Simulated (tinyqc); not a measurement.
Worked calculation: UKS/LDA (VWN5) in the sto-6g basis, for H4+, spin multiplicity 2. Computed by tinyqc, a small Python program that keeps every step (integrals from PySCF). Settings: charge = 1, multiplicity = 2, basis = sto-6g, energy threshold = 1e-10, iteration cap = 66, orthogonalisation = symmetric, start = random, DIIS depth = 0, method = UKS, functional = lda,vwn, grid = [40, 14]. Command: `OMP_NUM_THREADS=1 python tinyqc.py 31031 31032 out.jsonl` (the two numbers bound the seeds that draw the settings). One thread of a shared host (Intel(R) Xeon(R) Processor @ 2.60GHz), about 1 s of CPU time with the checks. Later iterations appear only in the table of the cycle.

## One-electron integrals

Geometry (angstrom):

| atom | x | y | z |
|---|---|---|---|
| H | 0.000000 | 0.000000 | 0.000000 |
| H | 0.000000 | 0.000000 | 0.757000 |
| H | 0.000000 | 1.027000 | 0.000000 |
| H | 0.000000 | 1.027000 | 0.757000 |

Basis sto-6g: exponents (1/bohr^2) and contraction coefficients of normalised primitives:

| element | l (shell) | exponent | coefficient |
|---|---|---|---|
| H | s (1) | 35.523221 | 0.009164 |
| H | s (1) | 6.513144 | 0.049361 |
| H | s (1) | 1.822143 | 0.168538 |
| H | s (1) | 0.625955 | 0.370563 |
| H | s (1) | 0.243077 | 0.416492 |
| H | s (1) | 0.100112 | 0.130334 |

Overlap, kinetic and nuclear-attraction integrals over the contracted functions; the nuclear repulsion is the sum of Za Zb / Rab.

nuclear repulsion = 3.25815325 hartree

overlap S, lower triangle:
```
          1H 1s     2H 1s     3H 1s     4H 1s
1H 1s  1.000000
2H 1s  0.648630  1.000000
3H 1s  0.481011  0.350574  1.000000
4H 1s  0.350574  0.481011  0.648630  1.000000
```

kinetic energy T (hartree), lower triangle:
```
          1H 1s     2H 1s     3H 1s     4H 1s
1H 1s  0.768522
2H 1s  0.224994  0.768522
3H 1s  0.102308  0.039029  0.768522
4H 1s  0.039029  0.102308  0.224994  0.768522
```

nuclear attraction V (hartree), lower triangle:
```
           1H 1s      2H 1s      3H 1s      4H 1s
1H 1s  -2.794361
2H 1s  -1.772811  -2.794361
3H 1s  -1.279452  -0.950282  -2.794361
4H 1s  -0.950282  -1.279452  -1.772811  -2.794361
```

core Hamiltonian H = T + V (hartree), lower triangle:
```
           1H 1s      2H 1s      3H 1s      4H 1s
1H 1s  -2.025838
2H 1s  -1.547817  -2.025838
3H 1s  -1.177144  -0.911254  -2.025838
4H 1s  -0.911254  -1.177144  -1.547817  -2.025838
```

## Two-electron integrals

Functions are numbered as in S; the eight-fold symmetry (ij|kl) = (ji|kl) = (kl|ij) leaves the list below.

Two-electron integrals (ij|kl) in chemists' order, unique and non-zero (hartree):
```
(11|11) 0.774999   (21|11) 0.434762   (21|21) 0.286153   (22|11) 0.563612
(22|21) 0.434762   (22|22) 0.774999   (31|11) 0.297201   (31|21) 0.174280
(31|22) 0.235393   (31|31) 0.147090   (32|11) 0.194671   (32|21) 0.130343
(32|22) 0.200768   (32|31) 0.098054   (32|32) 0.073490   (33|11) 0.469328
(33|21) 0.285957   (33|22) 0.397691   (33|31) 0.297201   (33|32) 0.200768
(33|33) 0.774999   (41|11) 0.200768   (41|21) 0.130343   (41|22) 0.194671
(41|31) 0.098054   (41|32) 0.072939   (41|33) 0.194671   (41|41) 0.073490
(42|11) 0.235393   (42|21) 0.174280   (42|22) 0.297201   (42|31) 0.117402
(42|32) 0.098054   (42|33) 0.235393   (42|41) 0.098054   (42|42) 0.147090
(43|11) 0.285957   (43|21) 0.189399   (43|22) 0.285957   (43|31) 0.174280
(43|32) 0.130343   (43|33) 0.434762   (43|41) 0.130343   (43|42) 0.174280
(43|43) 0.286153   (44|11) 0.397691   (44|21) 0.285957   (44|22) 0.469328
(44|31) 0.235393   (44|32) 0.194671   (44|33) 0.563612   (44|41) 0.200768
(44|42) 0.297201   (44|43) 0.434762   (44|44) 0.774999
```

## Orthogonalisation

S = U s U^T; symmetric (Loewdin) form X = U s^(-1/2) U^T, so that X^T S X = 1.

eigenvalues of S: 0.220934  0.481807  0.817045  2.480214

X, lower triangle:
```
           1H 1s      2H 1s      3H 1s     4H 1s
1H 1s   1.327362
2H 1s  -0.456720   1.327362
3H 1s  -0.289542   0.053874   1.327362
4H 1s   0.053874  -0.289542  -0.456720  1.327362
```

## Starting guess

The start is random orthonormal orbitals; D(s) = C_occ C_occ^T for each spin.

D(alpha) at the start, lower triangle:
```
           1H 1s      2H 1s      3H 1s     4H 1s
1H 1s   1.529067
2H 1s  -0.259993   0.225099
3H 1s  -0.860988   0.495433   1.158282
4H 1s  -0.023264  -0.026081  -0.044858  0.005342
```

D(beta) at the start, lower triangle:
```
           1H 1s      2H 1s      3H 1s     4H 1s
1H 1s   0.164245
2H 1s   0.134920   0.110831
3H 1s   0.221736   0.182146   0.299350
4H 1s  -0.029540  -0.024265  -0.039879  0.005313
```

## Iteration 1: exchange-correlation on the grid

Becke grid with 40 radial and 14 angular points per atom, points of zero weight dropped. rho = sum D_ij phi_i phi_j; V_xc,ij = sum w v_xc phi_i phi_j; v_xc is d(rho eps)/d rho(s) for spin s.

The 12 grid points with the largest w rho, of 2120 (bohr, atomic units):

| x | y | z | w | rho(alpha) | rho(beta) | eps_xc | v_xc(alpha) |
|---|---|---|---|---|---|---|---|
| 0.669044 | -0.669044 | -0.669044 | 0.206283 | 0.042271 | 0.010555 | -0.342667 | -0.471812 |
| -0.669044 | -0.669044 | -0.669044 | 0.206283 | 0.042271 | 0.010555 | -0.342667 | -0.471812 |
| 0.579602 | -0.579602 | -0.579602 | 0.139668 | 0.062578 | 0.015252 | -0.387017 | -0.534076 |
| -0.579602 | -0.579602 | -0.579602 | 0.139668 | 0.062578 | 0.015252 | -0.387017 | -0.534076 |
| -0.768053 | -0.768053 | -0.768053 | 0.300569 | 0.027416 | 0.007015 | -0.299754 | -0.411656 |
| 0.768053 | -0.768053 | -0.768053 | 0.300569 | 0.027416 | 0.007015 | -0.299754 | -0.411656 |
| 0.499033 | -0.499033 | -0.499033 | 0.093107 | 0.088949 | 0.021189 | -0.431812 | -0.597038 |
| -0.499033 | -0.499033 | -0.499033 | 0.093107 | 0.088949 | 0.021189 | -0.431812 | -0.597038 |
| 0.000000 | -1.003899 | 0.000000 | 0.122996 | 0.062656 | 0.017110 | -0.387531 | -0.535419 |
| 0.000000 | -1.158819 | 0.000000 | 0.180344 | 0.042317 | 0.012060 | -0.343311 | -0.473244 |
| -0.579602 | 0.579602 | -0.579602 | 0.128028 | 0.048088 | 0.027364 | -0.367382 | -0.501363 |
| 0.579602 | 0.579602 | -0.579602 | 0.128028 | 0.048088 | 0.027364 | -0.367382 | -0.501363 |

electrons on the grid, sum of w rho = 3.026362

E_xc = sum of w rho eps_xc = -1.11752963 hartree

V_xc(alpha) (hartree), lower triangle:
```
           1H 1s      2H 1s      3H 1s      4H 1s
1H 1s  -0.530493
2H 1s  -0.298787  -0.399127
3H 1s  -0.229210  -0.152374  -0.501889
4H 1s  -0.150298  -0.173035  -0.270967  -0.322682
```

V_xc(beta) (hartree), lower triangle:
```
           1H 1s      2H 1s      3H 1s      4H 1s
1H 1s  -0.436732
2H 1s  -0.265315  -0.379051
3H 1s  -0.200330  -0.137719  -0.424293
4H 1s  -0.133988  -0.160364  -0.233076  -0.281516
```

## Iteration 1: building the Kohn-Sham matrix

J_ij = sum D_kl (ij|kl) with D = D(alpha) + D(beta); F = H + J + V_xc; E = tr D H + tr D J / 2 + E_xc + E_nn.

Coulomb J (hartree), lower triangle:
```
          1H 1s     2H 1s     3H 1s     4H 1s
1H 1s  1.871708
2H 1s  1.120930  1.562824
3H 1s  0.867564  0.593760  1.766608
4H 1s  0.592409  0.729197  1.045262  1.427391
```

F(alpha) (hartree), lower triangle:
```
           1H 1s      2H 1s      3H 1s      4H 1s
1H 1s  -0.684624
2H 1s  -0.725674  -0.862141
3H 1s  -0.538790  -0.469867  -0.761119
4H 1s  -0.469143  -0.620982  -0.773522  -0.921130
```

F(beta) (hartree), lower triangle:
```
           1H 1s      2H 1s      3H 1s      4H 1s
1H 1s  -0.590863
2H 1s  -0.692202  -0.842066
3H 1s  -0.509910  -0.455212  -0.683523
4H 1s  -0.452833  -0.608311  -0.735631  -0.879963
```

total energy of this density = -1.11715866 hartree

## Iteration 1: diagonalisation and new density

Diagonalise F' = X^T F X, C = X C', fill 2 alpha and 1 beta electrons from the bottom; D(s) = C_occ C_occ^T. Each column has its largest component positive (the first on a tie).

F' = X^T F X (alpha) (hartree), lower triangle:
```
           1          2          3          4
1  -0.295229
2  -0.385391  -0.524696
3  -0.247831   0.039421  -0.379116
4   0.039424  -0.260735  -0.395504  -0.582983
```

orbital energies (alpha) (hartree): MO1 -1.072531, MO2 -0.629872, MO3 -0.332002, MO4 0.252383

coefficients C (alpha):
```
            MO1        MO2        MO3        MO4
1H 1s  0.157910   0.419339   0.710627   1.162518
2H 1s  0.370000   0.726773  -0.584348  -1.025017
3H 1s  0.242824  -0.429966   0.809425  -1.076205
4H 1s  0.478805  -0.612266  -0.734857   0.955553
```

F' = X^T F X (beta) (hartree), lower triangle:
```
           1          2          3          4
1  -0.177600
2  -0.391209  -0.512607
3  -0.263925   0.039859  -0.289293
4   0.040038  -0.263707  -0.395907  -0.544248
```

orbital energies (beta) (hartree): MO1 -1.030203, MO2 -0.574322, MO3 -0.263034, MO4 0.343811

coefficients C (beta):
```
            MO1        MO2        MO3        MO4
1H 1s  0.130908   0.332921   0.713420   1.191754
2H 1s  0.413977   0.788005  -0.528842  -0.992582
3H 1s  0.212201  -0.411227   0.817344  -1.083989
4H 1s  0.485825  -0.641498  -0.752597   0.918299
```

D(alpha) after iteration 1, lower triangle:
```
           1H 1s      2H 1s     3H 1s     4H 1s
1H 1s   0.200781
2H 1s   0.363191   0.665098
3H 1s  -0.141957  -0.222642  0.243834
4H 1s  -0.181139  -0.267820  0.379519  0.604124
```

D(beta) after iteration 1, lower triangle:
```
          1H 1s     2H 1s     3H 1s     4H 1s
1H 1s  0.017137
2H 1s  0.054193  0.171377
3H 1s  0.027779  0.087846  0.045029
4H 1s  0.063599  0.201120  0.103093  0.236026
```

## Iteration 2: exchange-correlation on the grid

As before.

The 12 grid points with the largest w rho, of 2120 (bohr, atomic units):

| x | y | z | w | rho(alpha) | rho(beta) | eps_xc | v_xc(alpha) |
|---|---|---|---|---|---|---|---|
| 0.579602 | 1.361147 | 0.850921 | 0.100657 | 0.051839 | 0.041831 | -0.388981 | -0.519313 |
| -0.579602 | 1.361147 | 0.850921 | 0.100657 | 0.051839 | 0.041831 | -0.388981 | -0.519313 |
| -0.499033 | 1.441715 | 0.931489 | 0.078482 | 0.067262 | 0.050020 | -0.417449 | -0.561629 |
| 0.499033 | 1.441715 | 0.931489 | 0.078482 | 0.067262 | 0.050020 | -0.417449 | -0.561629 |
| -0.579602 | 0.579602 | 0.850921 | 0.100657 | 0.052064 | 0.035800 | -0.382688 | -0.517089 |
| 0.579602 | 0.579602 | 0.850921 | 0.100657 | 0.052064 | 0.035800 | -0.382688 | -0.517089 |
| 0.499033 | 0.499033 | 0.931489 | 0.078482 | 0.068220 | 0.041686 | -0.411425 | -0.560641 |
| -0.499033 | 0.499033 | 0.931489 | 0.078482 | 0.068220 | 0.041686 | -0.411425 | -0.560641 |
| 0.499033 | 2.439782 | 0.931489 | 0.076245 | 0.078055 | 0.034609 | -0.420215 | -0.579959 |
| -0.499033 | 2.439782 | 0.931489 | 0.076245 | 0.078055 | 0.034609 | -0.420215 | -0.579959 |
| 0.579602 | 2.520350 | 0.850921 | 0.097949 | 0.060924 | 0.026502 | -0.388899 | -0.536100 |
| -0.579602 | 2.520350 | 0.850921 | 0.097949 | 0.060924 | 0.026502 | -0.388899 | -0.536100 |

electrons on the grid, sum of w rho = 3.028643

E_xc = sum of w rho eps_xc = -1.04593218 hartree

V_xc(alpha) (hartree), lower triangle:
```
           1H 1s      2H 1s      3H 1s      4H 1s
1H 1s  -0.423679
2H 1s  -0.298602  -0.492349
3H 1s  -0.196325  -0.158166  -0.434495
4H 1s  -0.157620  -0.221868  -0.301437  -0.490897
```

V_xc(beta) (hartree), lower triangle:
```
           1H 1s      2H 1s      3H 1s      4H 1s
1H 1s  -0.347814
2H 1s  -0.249880  -0.414724
3H 1s  -0.171809  -0.139686  -0.372913
4H 1s  -0.139474  -0.198823  -0.263892  -0.434997
```

## Iteration 2: building the Kohn-Sham matrix

As before.

Coulomb J (hartree), lower triangle:
```
          1H 1s     2H 1s     3H 1s     4H 1s
1H 1s  1.550015
2H 1s  1.074116  1.725921
3H 1s  0.760248  0.594094  1.591513
4H 1s  0.593703  0.835373  1.097842  1.758439
```

F(alpha) (hartree), lower triangle:
```
           1H 1s      2H 1s      3H 1s      4H 1s
1H 1s  -0.899502
2H 1s  -0.772302  -0.792266
3H 1s  -0.613221  -0.475326  -0.868820
4H 1s  -0.475171  -0.563639  -0.751412  -0.758297
```

F(beta) (hartree), lower triangle:
```
           1H 1s      2H 1s      3H 1s      4H 1s
1H 1s  -0.823637
2H 1s  -0.723581  -0.714641
3H 1s  -0.588705  -0.456846  -0.807238
4H 1s  -0.457024  -0.540594  -0.713867  -0.702397
```

total energy of this density = -1.56630420 hartree

## Iteration 2: diagonalisation and new density

As before.

F' = X^T F X (alpha) (hartree), lower triangle:
```
           1          2          3          4
1  -0.559872
2  -0.387093  -0.420010
3  -0.252684   0.039090  -0.526057
4   0.039117  -0.249990  -0.385926  -0.381392
```

orbital energies (alpha) (hartree): MO1 -1.078854, MO2 -0.651004, MO3 -0.368817, MO4 0.211345

coefficients C (alpha):
```
            MO1        MO2        MO3        MO4
1H 1s  0.416130  -0.616135  -0.718390   0.994158
2H 1s  0.262584  -0.458594   0.779874  -1.081553
3H 1s  0.362495   0.657846  -0.648726  -1.035477
4H 1s  0.220865   0.470664   0.717693   1.127755
```

F' = X^T F X (beta) (hartree), lower triangle:
```
           1          2          3          4
1  -0.477429
2  -0.388002  -0.334276
3  -0.263870   0.039536  -0.458888
4   0.039526  -0.262167  -0.386621  -0.321809
```

orbital energies (beta) (hartree): MO1 -1.016225, MO2 -0.567335, MO3 -0.306254, MO4 0.297412

coefficients C (beta):
```
            MO1        MO2        MO3        MO4
1H 1s  0.401691  -0.632285  -0.693277   1.007694
2H 1s  0.251232  -0.457690   0.763101  -1.096494
3H 1s  0.374627   0.641006  -0.676284  -1.024024
4H 1s  0.235736   0.474059   0.733909   1.112787
```

D(alpha) after iteration 2, lower triangle:
```
           1H 1s      2H 1s     3H 1s     4H 1s
1H 1s   0.552786
2H 1s   0.391825   0.279259
3H 1s  -0.254476  -0.206499  0.564163
4H 1s  -0.198084  -0.157848  0.389686  0.270306
```

D(beta) after iteration 2, lower triangle:
```
          1H 1s     2H 1s     3H 1s     4H 1s
1H 1s  0.161355
2H 1s  0.100917  0.063117
3H 1s  0.150484  0.094118  0.140346
4H 1s  0.094693  0.059224  0.088313  0.055571
```

## Iteration 27 (converged): orbitals

converged F(alpha) (hartree), lower triangle:
```
           1H 1s      2H 1s      3H 1s      4H 1s
1H 1s  -0.833146
2H 1s  -0.763317  -0.833147
3H 1s  -0.589974  -0.476079  -0.833146
4H 1s  -0.476079  -0.589974  -0.763317  -0.833147
```

converged F(beta) (hartree), lower triangle:
```
           1H 1s      2H 1s      3H 1s      4H 1s
1H 1s  -0.766828
2H 1s  -0.721094  -0.766829
3H 1s  -0.566905  -0.458292  -0.766828
4H 1s  -0.458292  -0.566905  -0.721094  -0.766829
```

As before.

F' = X^T F X (alpha) (hartree), lower triangle:
```
           1          2          3          4
1  -0.476138
2  -0.385203  -0.476139
3  -0.251274   0.039114  -0.476138
4   0.039114  -0.251274  -0.385203  -0.476139
```

orbital energies (alpha) (hartree): MO1 -1.073502, MO2 -0.649182, MO3 -0.381323, MO4 0.199453

coefficients C (alpha):
```
            MO1        MO2        MO3        MO4
1H 1s  0.317486   0.553154   0.720333   1.063750
2H 1s  0.317487   0.553156  -0.720333  -1.063749
3H 1s  0.317486  -0.553154   0.720333  -1.063750
4H 1s  0.317487  -0.553156  -0.720333   1.063749
```

F' = X^T F X (beta) (hartree), lower triangle:
```
           1          2          3          4
1  -0.403839
2  -0.385965  -0.403840
3  -0.262970   0.039507  -0.403839
4   0.039507  -0.262970  -0.385965  -0.403840
```

orbital energies (beta) (hartree): MO1 -1.013267, MO2 -0.566341, MO3 -0.320351, MO4 0.284602

coefficients C (beta):
```
            MO1        MO2        MO3        MO4
1H 1s  0.317486   0.553154   0.720333   1.063750
2H 1s  0.317487   0.553156  -0.720333  -1.063749
3H 1s  0.317486  -0.553154   0.720333  -1.063750
4H 1s  0.317487  -0.553156  -0.720333   1.063749
```

D(alpha) after iteration 27, lower triangle:
```
           1H 1s      2H 1s     3H 1s     4H 1s
1H 1s   0.406777
2H 1s   0.406778   0.406780
3H 1s  -0.205182  -0.205183  0.406777
4H 1s  -0.205183  -0.205183  0.406778  0.406780
```

D(beta) after iteration 27, lower triangle:
```
          1H 1s     2H 1s     3H 1s     4H 1s
1H 1s  0.100797
2H 1s  0.100798  0.100798
3H 1s  0.100797  0.100798  0.100797
4H 1s  0.100798  0.100798  0.100798  0.100798
```

## Convergence

Stop when the energy changes by less than 1e-10 hartree and every element of the error matrix X^T (F D S - S D F) X (for each spin) is below 3e-06.

Course of the cycle:

| iteration | E (hartree) | change | largest element of the error matrix |
|---|---|---|---|
| 1 | -1.11715866 | - | 4.09e-01 |
| 2 | -1.56630420 | -4.49e-01 | 1.76e-01 |
| 3 | -1.62429455 | -5.80e-02 | 1.12e-01 |
| 4 | -1.64419310 | -1.99e-02 | 6.93e-02 |
| 5 | -1.65182677 | -7.63e-03 | 4.39e-02 |
| 6 | -1.65484763 | -3.02e-03 | 2.78e-02 |
| 7 | -1.65605647 | -1.21e-03 | 1.76e-02 |
| 8 | -1.65654222 | -4.86e-04 | 1.12e-02 |
| 9 | -1.65673773 | -1.96e-04 | 7.09e-03 |
| 10 | -1.65681646 | -7.87e-05 | 4.50e-03 |
| 11 | -1.65684818 | -3.17e-05 | 2.86e-03 |
| 12 | -1.65686095 | -1.28e-05 | 1.81e-03 |
| 13 | -1.65686610 | -5.15e-06 | 1.15e-03 |
| 14 | -1.65686818 | -2.07e-06 | 7.30e-04 |
| 15 | -1.65686901 | -8.36e-07 | 4.64e-04 |
| 16 | -1.65686935 | -3.37e-07 | 2.94e-04 |
| 17 | -1.65686948 | -1.36e-07 | 1.87e-04 |
| 18 | -1.65686954 | -5.47e-08 | 1.19e-04 |
| 19 | -1.65686956 | -2.20e-08 | 7.52e-05 |
| 20 | -1.65686957 | -8.87e-09 | 4.78e-05 |
| 21 | -1.65686957 | -3.57e-09 | 3.03e-05 |
| 22 | -1.65686957 | -1.44e-09 | 1.92e-05 |
| 23 | -1.65686958 | -5.80e-10 | 1.22e-05 |
| 24 | -1.65686958 | -2.34e-10 | 7.75e-06 |
| 25 | -1.65686958 | -9.42e-11 | 4.92e-06 |
| 26 | -1.65686958 | -3.79e-11 | 3.12e-06 |
| 27 | -1.65686958 | -1.53e-11 | 1.98e-06 |

PySCF UKS in the same basis, fine grid, after a stability check = -1.64778001 hartree

Converged in 27 iterations. The coarse grid moves the energy by -9.09e-03 hartree.

## Populations, bond orders and dipole

Mulliken: Z minus the diagonal of D S on the atom; Loewdin: the same with S^(1/2) D S^(1/2); Mayer order: 2 sum_s sum (D(s) S)_ij (D(s) S)_ji over the two atoms.

Charges (e):

| atom | Mulliken | Loewdin | Mulliken spin |
|---|---|---|---|
| 1H | 0.250002 | 0.250002 | 0.249999 |
| 2H | 0.249998 | 0.249998 | 0.250001 |
| 3H | 0.250002 | 0.250002 | 0.249999 |
| 4H | 0.249998 | 0.249998 | 0.250001 |

Mayer bond orders:

| pair | order |
|---|---|
| 2-1 | 0.625000 |
| 3-1 | 0.124999 |
| 3-2 | 0.125000 |
| 4-1 | 0.125000 |
| 4-2 | 0.125001 |
| 4-3 | 0.625000 |

dipole moment about the origin, x y z (debye): 0.000000  2.466446  1.817998

<S^2> of the determinant (pure state: 0.75) = 0.750000
